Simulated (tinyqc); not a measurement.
# Gain factor and gap resistance from two string resistances

Problem. At small bit-line voltage each of the 96 cells has the resistance 1/(K x) at overdrive x (no mobility reduction) in series with a gap resistance Rg. Find K, Rg and the share of the gaps at the higher overdrive.

resistance of a string of 96 equal cells at overdrives of 3.2 and 7.6 V (kohm): [3210.9474, 2296.8199]

Answer. The resistance per cell is a straight line in 1/x with slope 1/K and intercept Rg.

K = 19.00 uA/V^2
Rg = 17.00 kohm
share of the gaps = 71.05 %

Numbers from tinyqc (`OMP_NUM_THREADS=1 python tinyqc.py 2142062 2142063 out.jsonl`; about 0.4 s on one thread of a shared Intel Xeon 2.30GHz).
